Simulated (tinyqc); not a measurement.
Channel length: inversion-layer mobility, back-scattering and ballistic limit of a field-effect transistor. Computed by tinyqc, a small Python program. Command: `OMP_NUM_THREADS=1 python tinyqc.py 3031189 3031190 out.jsonl mos walk`. One thread of a shared host (Intel(R) Xeon(R) Processor @ 2.30GHz), about 0.01 s of CPU time with the checks.

The charge at the top of the source barrier is fixed by the gate; series resistance and short-channel effects are left out. F_j are Fermi integrals normalised to exp(eta) in the classical limit.

Inputs (values chosen for the exercise, modelled on a silicon p-channel): transport mass m = 0.29 m_0; valley degeneracy g_v = 1; weight w of the inversion charge = 0.333; permittivity eps = 11.7; phonon mobility at 1 MV/cm and 300 K, mu_ph = 98 cm^2/(V s); roughness mobility at 1 MV/cm, mu_sr = 150 cm^2/(V s); Coulomb mobility at N_inv = 1e12/cm^2, mu_C = 230 cm^2/(V s); electrical oxide thickness t_inv = 4 nm; depletion charge N_dep = 5.4e+11 1/cm^2; gate overdrive V_G - V_T = 0.4 V; drain voltage V_D = 1.1 V; exponent a of the critical length = 0.72; temperature T = 300 K.

Statistics at the top of the barrier: Fermi-Dirac.

Constants: eps_0 = 8.8541878128e-12 F/m; e = 1.602176634e-19 C; m_0 = 9.1093837015e-31 kg; k_B = 1.380649e-23 J/K; hbar = 1.054571817e-34 J s; k_B = 8.617333262e-05 eV/K.

Method:
- N_inv = 3.9 eps_0 (V_G - V_T)/(e t_inv); effective field E_eff = e (N_dep + w N_inv)/(eps eps_0).
- mu_phonon = mu_ph (E_eff/1 MV/cm)^(-0.3) (T/300 K)^(-1.75); mu_rough = mu_sr (E_eff/1 MV/cm)^(-2); mu_Coulomb = mu_C (N_inv/1e12 cm^-2) (T/300 K); Matthiessen's rule adds 1/mu.
- F_j(eta) = (1/Gamma(j + 1)) int_0^infinity x^j/(1 + exp(x - eta)) dx, F_0 = ln(1 + exp(eta)). Integrals over x = E/(k_B T) use 160 Gauss-Legendre points in u = sqrt(x) from 0 to sqrt(max(eta, 0) + 32).
- Ballistic channel: N_2D = g_v m k_B T/(pi hbar^2), U = e V_D/(k_B T); eta_F solves N_inv = (N_2D/2)[F_0(eta_F) + F_0(eta_F - U)]; v_T = sqrt(2 k_B T/(pi m)); I/W = e (N_2D/2) v_T [F_1/2(eta_F) - F_1/2(eta_F - U)]; injection velocity v_T F_1/2(eta_F)/F_0(eta_F).
- Mean free path lambda = (2 k_B T/e)(mu/v_T) F_0(eta_0)/F_-1/2(eta_0), with eta_0 from N_inv = N_2D F_0(eta_0); critical length l = L (1 + U)^(-a), an empirical rule; back-scattering r = l/(l + lambda). Then eta solves N_inv = (N_2D/2)[(1 + r) F_0(eta) + (1 - r) F_0(eta - U)] and I/W = e (N_2D/2) v_T (1 - r)[F_1/2(eta) - F_1/2(eta - U)].
- The last column is the long-channel law e N_inv mu V/L with V = V_D - V_D^2/(2 V_ov) below pinch-off and V_ov/2 above, V_ov = V_G - V_T.

inversion density N_inv = 2.15528e+12 1/cm^2

effective mobility mu = 117.460 cm^2/(V s)

ballistic current I/W = 417.326 microampere/micrometre

Currents (microampere/micrometre):
```
L (nm)        r     I/W  ballistic ratio  long-channel law
5       0.04531  378.21          0.90627            1622.4
10      0.08669  345.77          0.82853             811.2
20      0.15955  295.09          0.70709             405.6
40      0.27520  228.12          0.54663             202.8
80      0.43162  156.85          0.37584             101.4
160     0.60298   96.49          0.23121              50.7
400     0.79153   44.78          0.10729              20.3
1000    0.90469   19.13          0.04585               8.1
```

What follows from these numbers?

The current scales as L^-0.93 at the long end and as L^-0.13 at the short end, where it reaches 91 % of the ballistic 417. The long-channel law passes the ballistic limit between 10.0 and 20.0 nm and has no meaning below. At 1000 nm the model gives 2.36 times the long-channel law; the rule for l is a fit for short devices and fails wherever the model exceeds that law. Raising mu by 10 % at 20 nm raises I by 2.7 %.

Extremes, crossings and ranges named in words are read from the listed rows.
